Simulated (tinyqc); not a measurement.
The three schemes as the step is halved: finite-difference solution of the diffusion equation on a small grid. Computed by tinyqc, a small Python program. Command: `OMP_NUM_THREADS=1 python tinyqc.py 3001235 3001236 out.jsonl fdiff walk`. One thread of a shared host (Intel(R) Xeon(R) Processor @ 2.30GHz), about 0.01 s of CPU time with the checks.

dC/dt = D d2C/dx2 on nodes x_j = j dx, j = 0..8; the far end is sealed.

Inputs (values chosen for the exercise):
```
quantity         value    unit
diffusivity D      3.6  nm^2/s
grid spacing dx     10      nm
time step dt       6.8       s
final time t_f      68       s
```

Boundary at x = 0: sealed surface. Scheme: explicit.

start values C_j, j = 0, 1, ... (% of a reference): 0.726  14.8  71.2  100  62.1  10.8  0.248  0  0

Method:
- The operator M acts as (M C)_j = C_(j-1) - 2 C_j + C_(j+1); at the sealed far end a mirror node gives 2 C_(N-2) - 2 C_(N-1); at j = 0, a mirror node gives 2 C_1 - 2 C_0.
- r = D dt/dx^2.
- The mode of M with eigenvalue mu has its amplitude multiplied per step by g = (1 + (1 - theta) r mu)/(1 - theta r mu), with theta = 0 explicit, 1 implicit, 1/2 Crank-Nicolson; the explicit scheme is stable for r up to 2/|mu_min|.
- With r = D dt/dx^2: (1 - theta r M) C(new) = (1 + (1 - theta) r M) C(old); theta = 0 explicit, 1 implicit, 1/2 Crank-Nicolson.
- Each run reaches t_f in n equal steps; errors are the largest difference from exp(M D t_f/dx^2) C(0). A dash marks unstable explicit runs.

largest stable r of the explicit scheme = 0.5

Largest error at t_f (%):
```
steps n        r  explicit  implicit  Crank-Nicolson
4        0.61200         -    3.2268      3.4146e-01
8        0.30600    1.7372    1.6765      8.3551e-02
16       0.15300    0.8692    0.8520      2.0771e-02
32       0.07650    0.4334    0.4290      5.1853e-03
64       0.03825    0.2163    0.2151      1.2959e-03
128      0.01912    0.1080    0.1077      3.2394e-04
256      0.00956    0.0540    0.0539      8.0983e-05
```

What does the comparison show, and why?

From the last two rows, halving the step divides the error by 2.00 (explicit), 2.00 (implicit), 4.00 (Crank-Nicolson): a factor 2 marks first order in dt and 4 second order. The explicit scheme needs n of at least 5 to be stable; the other two are stable at any step.

Extremes, crossings and ranges named in words are read from the listed rows.
